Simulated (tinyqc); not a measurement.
From results back to parameters: special k points of the fcc lattice. Three cases, with inputs chosen for the exercise.

Problem. E(k) = -sqrt(D^2 + (e0 - t A_1(k))^2) with A_1 = 12 at Gamma and A_1 = 0 at b1/2; t > 0 and D > 0 are hidden.

Find: t; D.

Method. The difference of the squares is 144 t^2 - 24 e0 t; it is positive, so the quadratic has one positive root t; D^2 follows from either energy.

Case 1.

Values chosen (out of a larger set: the lattice of Si, GaAs, Cu and Al; not measured data): e0 = 1.27 eV (offset).

E at Gamma = -4.118956 eV
E at b1/2 = -2.920582 eV

Solution.

t = 0.370 eV
D = 2.630 eV

Case 2.

Values chosen (out of a larger set: the lattice of Si, GaAs, Cu and Al; not measured data): e0 = 1.31 eV (offset).

E at Gamma = -3.867428 eV
E at b1/2 = -2.884614 eV

Solution.

t = 0.350 eV
D = 2.570 eV

Case 3.

Values chosen: e0 = 2.04 eV (offset).
E at Gamma = -4.440912 eV
E at b1/2 = -2.863861 eV

Solution.

t = 0.500 eV
D = 2.010 eV

Computed by tinyqc, one run a case: `OMP_NUM_THREADS=1 python tinyqc.py N N+1 out.jsonl` with N = 1680632, 1680747, 1680763; one thread of a shared Intel(R) Xeon(R) Processor @ 2.30GHz, about 0.1 s a run at most.
